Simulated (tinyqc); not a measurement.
# Surface potential of a MOS transistor: implicit equation and explicit approximations: what changes with what

p-type body, charge-sheet picture, depletion and inversion only, full ionisation (an idealisation for deep acceptors), Boltzmann statistics (rough once Na exp(x - xn) passes about Nc/7). In units of Vt: xg = (Vg - Vfb)/Vt, x = psi/Vt, G = gamma/sqrt(Vt), xn = (2 phiF + Vc)/Vt. The implicit equation is (xg - x)^2 = G^2 [x - 1 + exp(x - xn)] for x above about 3. Cox = eps0 eox/tox.

Inputs (values chosen for the exercise); band and dielectric values close to those of germanium: temperature T = 350 K; band gap Eg = 0.649 eV; relative permittivity eps_r = 16.2; conduction-band density of states at T Nc = 1.29e19 cm^-3; valence-band density of states at T Nv = 7.62e18 cm^-3; relative permittivity of the gate insulator (close to hafnium oxide) eox = 21.4; insulator thickness tox = 36 nm; acceptor density Na = 9.2e16 cm^-3; flat-band voltage Vfb = -0.69 V; channel-body voltage Vc = 0 V; gate-body voltage Vg = 0.06 V.

Constants: q = 1.602176634e-19 C, kB = 1.380649e-23 J/K, Vt = kB T/q, eps0 = 8.8541878128e-14 F/cm where lengths are in cm. Results are converted to the units shown.

Each table varies one quantity; the others keep the values above.

## Accuracy of the approximations against gate voltage

ni = sqrt(Nc Nv) exp(-Eg/(2 Vt)), Eg in volts; phiF = Vt ln(Na/ni); gamma = sqrt(2 q eps0 eps_r Na)/Cox; VT = Vfb + Vt (xn + G sqrt(xn - 1)). Depletion value a = 1 + [sqrt(G^2/4 + xg - 1) - G/2]^2; inversion value b = xn + ln[(xg - xn)^2/G^2 - xn + 1] and first guess y = min(a, b) - ln(1 + exp(-|a - b|)) if a > xn + 1, else b = y = a; one second-order correction with D = exp(y - xn), p = 2 (xg - y) + G^2 (1 + D), w = (xg - y)^2 - G^2 (y - 1 + D): z = y + 2 w/(p + sqrt(p^2 - 2 (2 - G^2 D) w)), or the Newton step z = y + w/p where the root is not real. N_inv = (Cox Vt G/q) [sqrt(x - 1 + exp(x - xn)) - sqrt(x - 1)] at the root. Lambert form (Cox m Vt/q) W0[(G/(2 m sqrt(xn - 1))) exp((Vg - VT)/(m Vt))], m = 1 + G/(2 sqrt(xn - 1)). Errors under 1e-4 mV, and the linear form below VT, are printed as 0.

Accuracy of the approximations against gate voltage:
```
Vg (V)  psi (V)   x - xn  error of y (mV)  error of z (mV)  N_inv (cm^-2)  Cox (Vg - VT)/q (cm^-2)  Lambert form (cm^-2)
-0.3     0.2198   -4.871           0.0715                0        3.405e8                        0               2.148e8
-0.1     0.3585  -0.2734             5.74         -6.37e-3       2.527e10                        0              2.536e10
0.1      0.4429    2.525             18.9            -1.83       3.159e11                 6.460e11              3.390e11
0.3      0.4793    3.732             16.9            -1.47       8.177e11                 1.303e12              8.710e11
0.5      0.5015    4.470             13.4           -0.635       1.381e12                 1.960e12              1.460e12
0.7      0.5176    5.005             11.2           -0.347       1.970e12                 2.617e12              2.070e12
0.9      0.5304    5.426             9.73           -0.217       2.573e12                 3.274e12              2.693e12
1.1      0.5409    5.775             8.64           -0.147       3.186e12                 3.931e12              3.322e12
```

Read the table: what changes, and by how much?

psi rises from 0.220 to 0.541 V and ends 5.8 Vt above 2 phiF + Vc. Among the rows the first guess is off by at most 19 mV (at Vg = 0.1 V) and the corrected value by at most 1.8 mV. In the last row the linear form is 23 % above N_inv and the Lambert form 4.3 % above it; in the first row the Lambert form is 37 % below it. For Vg = 0.3, 0.5, 0.7, 0.9, 1.1 the electron quasi-Fermi level lies less than 2 Vt below the band edge at the surface, or above it, where degeneracy and confinement, left out, matter.

## Effect of the insulator thickness at fixed gate voltage

Same model as above.

Effect of the insulator thickness at fixed gate voltage:
```
tox (nm)  psi (V)   x - xn  error of y (mV)  error of z (mV)  N_inv (cm^-2)  Cox (Vg - VT)/q (cm^-2)  Lambert form (cm^-2)
12         0.5058    4.613             29.7             9.64       1.521e12                 3.033e12              1.728e12
16         0.4898    4.081             27.0             8.08       1.053e12                 2.089e12              1.176e12
22         0.4702    3.432             24.2             6.47       6.526e11                 1.316e12              7.164e11
31         0.4451    2.600             19.8            -2.18       3.363e11                 7.177e11              3.633e11
42         0.4156    1.622             10.9           -0.177       1.447e11                 3.347e11              1.539e11
58         0.3677  0.03457             10.8          -0.0797       3.372e10                 3.700e10              3.432e10
79         0.3010   -2.178             1.54                0        4.199e9                        0               3.620e9
110        0.2240   -4.731            0.153                0        3.877e8                        0               2.124e8
```

What does the comparison show?

As tox goes from 12 to 110, psi falls from 0.506 to 0.224 V, x - xn falls from 4.61 to -4.73 and N_inv falls from 1.52e12 to 3.88e8 cm^-2. The Lambert form lies between 0.548 and 1.14 times N_inv. For tox = 12, 16, 22 the electron quasi-Fermi level lies less than 2 Vt below the band edge at the surface, or above it, where degeneracy and confinement, left out, matter.

Program tinyqc, `OMP_NUM_THREADS=1 python tinyqc.py 2122054 2122055 out.jsonl`; Intel Xeon 2.30GHz, shared host, one thread, about 0.01 s.
